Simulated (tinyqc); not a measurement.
Inside a calculation (part 3 of 3). Method: ROHF in the 6-311g basis, for H2, spin multiplicity 3. Computed by tinyqc, a small Python program that keeps every step (integrals from PySCF). Command: `OMP_NUM_THREADS=1 python tinyqc.py 25985 25986 out.jsonl` (the two numbers bound the seeds that draw the settings). One thread of a shared host (Intel(R) Xeon(R) Processor @ 2.60GHz), about 0.09 s of CPU time with the checks.

Geometry (angstrom):
```
atom         x         y         z
H     0.000000  0.000000  0.000000
H     0.000000  0.000000  1.294000
```

## Iteration 6 (converged): orbitals

converged F (hartree), order 1H 1s, 1H 2s, 1H 3s, 2H 1s, 2H 2s, 2H 3s:
$$\begin{pmatrix}
0.609667 & -0.338345 & -0.355038 & -0.087492 & -0.178200 & -0.216208 \\
-0.338345 & -0.150001 & -0.186511 & -0.178200 & -0.177778 & -0.169911 \\
-0.355038 & -0.186511 & -0.083127 & -0.216208 & -0.169911 & -0.113315 \\
-0.087492 & -0.178200 & -0.216208 & 0.609667 & -0.338345 & -0.355038 \\
-0.178200 & -0.177778 & -0.169911 & -0.338345 & -0.150001 & -0.186511 \\
-0.216208 & -0.169911 & -0.113315 & -0.355038 & -0.186511 & -0.083127
\end{pmatrix}$$

X, order 1H 1s, 1H 2s, 1H 3s, 2H 1s, 2H 2s, 2H 3s:
$$\begin{pmatrix}
1.372495 & -0.744432 & 0.204032 & 0.021036 & 0.039436 & -0.056492 \\
-0.744432 & 2.111060 & -1.006468 & 0.039436 & -0.222884 & 0.179796 \\
0.204032 & -1.006468 & 2.045728 & -0.056492 & 0.179796 & -0.808287 \\
0.021036 & 0.039436 & -0.056492 & 1.372495 & -0.744432 & 0.204032 \\
0.039436 & -0.222884 & 0.179796 & -0.744432 & 2.111060 & -1.006468 \\
-0.056492 & 0.179796 & -0.808287 & 0.204032 & -1.006468 & 2.045728
\end{pmatrix}$$

Diagonalise F' = X^T F X, C = X C', fill 2 alpha and 0 beta electrons from the bottom; D(s) = C_occ C_occ^T. Each column has its largest component positive (the first on a tie).

F' = X^T F X (hartree):
$$\begin{pmatrix}
1.620894 & -1.217481 & -0.016645 & 0.080132 & -0.040643 & -0.097194 \\
-1.217481 & 0.910292 & -0.321610 & -0.040643 & -0.131570 & 0.026604 \\
-0.016645 & -0.321610 & 0.235213 & -0.097194 & 0.026604 & -0.102025 \\
0.080132 & -0.040643 & -0.097194 & 1.620894 & -1.217481 & -0.016645 \\
-0.040643 & -0.131570 & 0.026604 & -1.217481 & 0.910292 & -0.321610 \\
-0.097194 & 0.026604 & -0.102025 & -0.016645 & -0.321610 & 0.235213
\end{pmatrix}$$

orbital energies (hartree): MO1 -0.312542, MO2 -0.048143, MO3 0.343260, MO4 0.437177, MO5 2.530827, MO6 2.582218

coefficients C, order 1H 1s, 1H 2s, 1H 3s, 2H 1s, 2H 2s, 2H 3s:
$$\begin{pmatrix}
0.171034 & 0.178292 & -0.033189 & -0.061368 & -1.104006 & -1.095447 \\
0.350160 & 0.435732 & -0.908236 & -1.030046 & 1.575953 & 1.193861 \\
0.146649 & 0.568965 & 0.946119 & 1.902466 & -0.931210 & -0.448954 \\
0.171034 & -0.178292 & -0.033189 & 0.061368 & 1.104006 & -1.095447 \\
0.350160 & -0.435732 & -0.908236 & 1.030046 & -1.575953 & 1.193861 \\
0.146649 & -0.568965 & 0.946119 & -1.902466 & 0.931210 & -0.448954
\end{pmatrix}$$

D(alpha) after iteration 6, order 1H 1s, 1H 2s, 1H 3s, 2H 1s, 2H 2s, 2H 3s:
$$\begin{pmatrix}
0.061041 & 0.137577 & 0.126524 & -0.002535 & -0.017798 & -0.076360 \\
0.137577 & 0.312474 & 0.299267 & -0.017798 & -0.067250 & -0.196565 \\
0.126524 & 0.299267 & 0.345227 & -0.076360 & -0.196565 & -0.302215 \\
-0.002535 & -0.017798 & -0.076360 & 0.061041 & 0.137577 & 0.126524 \\
-0.017798 & -0.067250 & -0.196565 & 0.137577 & 0.312474 & 0.299267 \\
-0.076360 & -0.196565 & -0.302215 & 0.126524 & 0.299267 & 0.345227
\end{pmatrix}$$

D(beta) after iteration 6, order 1H 1s, 1H 2s, 1H 3s, 2H 1s, 2H 2s, 2H 3s:
$$\begin{pmatrix}
0.000000 & 0.000000 & 0.000000 & 0.000000 & 0.000000 & 0.000000 \\
0.000000 & 0.000000 & 0.000000 & 0.000000 & 0.000000 & 0.000000 \\
0.000000 & 0.000000 & 0.000000 & 0.000000 & 0.000000 & 0.000000 \\
0.000000 & 0.000000 & 0.000000 & 0.000000 & 0.000000 & 0.000000 \\
0.000000 & 0.000000 & 0.000000 & 0.000000 & 0.000000 & 0.000000 \\
0.000000 & 0.000000 & 0.000000 & 0.000000 & 0.000000 & 0.000000
\end{pmatrix}$$

## Convergence

Stop when the energy changes by less than 1e-09 hartree and every element of the error matrix X^T (F D S - S D F) X is below 9e-06.

Course of the cycle:
```
iteration  E (hartree)     change  largest element of the error matrix
1          -0.92781406          -                             3.20e-02
2          -0.93648346  -8.67e-03                             7.65e-03
3          -0.93658418  -1.01e-04                             9.15e-04
4          -0.93658529  -1.11e-06                             3.02e-05
5          -0.93658529  -5.19e-09                             5.33e-07
6          -0.93658529  -1.45e-12                             6.28e-08
```

PySCF ROHF in the same basis = -0.93658529 hartree

Converged in 6 iterations.

## Populations, bond orders and dipole

overlap S, order 1H 1s, 1H 2s, 1H 3s, 2H 1s, 2H 2s, 2H 3s:
$$\begin{pmatrix}
1.000000 & 0.706377 & 0.373664 & 0.023518 & 0.150577 & 0.211906 \\
0.706377 & 1.000000 & 0.788963 & 0.150577 & 0.377501 & 0.494551 \\
0.373664 & 0.788963 & 1.000000 & 0.211906 & 0.494551 & 0.735525 \\
0.023518 & 0.150577 & 0.211906 & 1.000000 & 0.706377 & 0.373664 \\
0.150577 & 0.377501 & 0.494551 & 0.706377 & 1.000000 & 0.788963 \\
0.211906 & 0.494551 & 0.735525 & 0.373664 & 0.788963 & 1.000000
\end{pmatrix}$$

Mulliken: Z minus the diagonal of D S on the atom; Loewdin: the same with S^(1/2) D S^(1/2); Mayer order: 2 sum_s sum (D(s) S)_ij (D(s) S)_ji over the two atoms.

Charges (e):
```
atom  Mulliken  Loewdin  Mulliken spin
1H           0        0       1.000000
2H           0        0       1.000000
```

Mayer bond orders:
```
pair      order
2-1   -0.170775
```

dipole moment about the origin, x y z (debye): [0.000000, 0.000000, 0.000000]
